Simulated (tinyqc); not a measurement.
# Polycrystalline film, grain-boundary barriers (Seto model): effects of single changes

One-dimensional grains of size Lg with donors N; each boundary has Qt acceptor-like traps per area at one level Et below the band edge. Trapped electrons qt deplete a width w = qt/N (both sides together) and raise a barrier Vb = q N w^2/(8 eps0 eps_r). Current crosses the barriers by thermionic emission at small bias. Abrupt depletion, full ionisation, Boltzmann statistics.

Values chosen for this exercise; values close to those of polycrystalline silicon: temperature T = 250 K; relative permittivity of the semiconductor eps_r = 11.7; grain size Lg = 200 nm; trap density at a boundary Qt = 1e12 cm^-2; donor density N = 2.2e16 cm^-3; mobility inside a grain mg = 350 cm^2/(V s); collection velocity at the barrier vc = 3.2e6 cm/s; conduction-band density of states at T Nc = 2.13e19 cm^-3; trap level below the band edge Et = 0.45 eV.

Constants: q = 1.602176634e-19 C, kB = 1.380649e-23 J/K, Vt = kB T/q, eps0 = 8.8541878128e-14 F/cm where lengths are in cm. Results are converted to the units shown.

Each table varies one quantity; the others keep the values above.

## Effect of the trap density at a boundary

Partly depleted grains: the density at the grain centre is n0 = N and qt = Qt/(1 + 2 (Nc/N) exp((Vb - Et)/Vt)). If that gives qt >= N Lg, the grains are fully depleted: qt = N Lg, w = Lg and n0 = 2 Nc exp((Vb - Et)/Vt)/(Qt/(N Lg) - 1). Resistivity: barriers rb = Vt exp(Vb/Vt)/(q n0 vc Lg), grain interior rg = (1 - w/Lg)/(q mg N); effective mobility 1/(q N (rb + rg)).

Result of one run:
```
Qt (cm^-2)    w/Lg   Vb (V)  n0 (cm^-3)  resistivity (ohm cm)
5.3e11      1.0000  0.17013   4.7489e14                 11896
```

What becomes of these results when the trap density at a boundary Qt is changed from 5.3e11 to 7.8e11 cm^-2, all else the same?

Result of the changed run:
```
Qt (cm^-2)    w/Lg   Vb (V)  n0 (cm^-3)  resistivity (ohm cm)
7.8e11      1.0000  0.17013   1.2571e14                 44941
```

The whole series:
```
Qt (cm^-2)     w/Lg    Vb (V)  n0 (cm^-3)  resistivity (ohm cm)
1.7e11      0.38636  0.025395   2.2000e16               0.80783
2.5e11      0.56817  0.054919   2.2000e16                1.5722
3.6e11      0.81792   0.11381   2.2000e16                18.956
5.3e11       1.0000   0.17013   4.7489e14                 11896
7.8e11       1.0000   0.17013   1.2571e14                 44941
1.2e12       1.0000   0.17013   5.6237e13              1.0046e5
1.7e12       1.0000   0.17013   3.3921e13              1.6654e5
2.5e12       1.0000   0.17013   2.0748e13              2.7229e5
```

As Qt goes from 1.7e11 to 2.5e12 cm^-2, the barrier rises from 0.0254 to 0.170 V and the resistivity rises from 0.808 to 2.72e5 ohm cm. The grains are fully depleted in 5 of the 8 rows. At Qt = 1.7e11 cm^-2 the barrier is under 2 Vt, where the depletion and emission pictures are rough.

## Effect of the donor density

Same model as above.

Results:
```
N (cm^-3)     w/Lg   Vb (V)  n0 (cm^-3)  resistivity (ohm cm)
2.5e15       1.000  0.01933     4.664e9               1.105e6
5.1e15       1.000  0.03944    2.560e10               5.120e5
1e16         1.000  0.07733    3.271e11               2.326e5
4.3e16      0.9078   0.2740    4.300e16               1.634e4
8.7e16      0.5689   0.2178    8.700e16                 592.5
1.8e17      0.2778   0.1074    1.800e17                 1.778
3.6e17      0.1389  0.05370    3.600e17                0.1132
7.4e17     0.06757  0.02612    7.400e17               0.03202
1.5e18     0.03333  0.01289    1.500e18               0.01404
```

Estimate the missing row, N = 2.1e16 cm^-3.

Computed row:
```
N (cm^-3)   w/Lg  Vb (V)  n0 (cm^-3)  resistivity (ohm cm)
2.1e16     1.000  0.1624    4.913e13               8.031e4
```

With this row back in the table: As N goes from 2.5e15 to 1.5e18 cm^-3, the barrier goes from 0.0193 through a maximum of 0.274 (at N = 4.3e16 cm^-3 among the rows listed) to 0.0129 V and the resistivity falls from 1.11e6 to 0.0140 ohm cm. The grains are fully depleted in 4 of the 10 rows. The steepest fall, as N^(-8.0), lies between 8.7e16 and 1.8e17 cm^-3; N* = 5.00e16 cm^-3. The barrier grows with N while the grains are depleted and shrinks once they are not, hence the maximum. At N = 2.5e15, 5.1e15, 7.4e17, 1.5e18 cm^-3 the barrier is under 2 Vt, where the depletion and emission pictures are rough.

## Effect of the grain size

Same model as above.

Result of one run:
```
Lg (nm)    w/Lg  Vb (V)  n0 (cm^-3)  resistivity (ohm cm)
740      0.3475  0.2813    2.200e16               1.207e4
```

What becomes of these results when the grain size Lg is changed from 740 to 280 nm, all else the same?

Result of the changed run:
```
Lg (nm)    w/Lg  Vb (V)  n0 (cm^-3)  resistivity (ohm cm)
280      0.9184  0.2813    2.200e16               3.189e4
```

The whole series:
```
Lg (nm)    w/Lg    Vb (V)  n0 (cm^-3)  resistivity (ohm cm)
40        1.000  0.006805     4.781e9               3.014e6
65        1.000   0.01797    1.388e10               1.072e6
110       1.000   0.05146    1.257e11               3.312e5
170       1.000    0.1229    6.486e12               1.145e5
280      0.9184    0.2813    2.200e16               3.189e4
450      0.5715    0.2813    2.200e16               1.984e4
740      0.3475    0.2813    2.200e16               1.207e4
1200     0.2143    0.2813    2.200e16                  7441
```

As Lg goes from 40 to 1200 nm, the barrier rises from 0.00681 to 0.281 V and the resistivity falls from 3.01e6 to 7440 ohm cm. The grains are fully depleted in 4 of the 8 rows. For Lg = 40 to 65 nm the barrier is under 2 Vt, where the depletion and emission pictures are rough.

Numbers from tinyqc (`OMP_NUM_THREADS=1 python tinyqc.py 2610152 2610153 out.jsonl`; about 0.01 s on one thread of a shared Intel Xeon 2.30GHz).
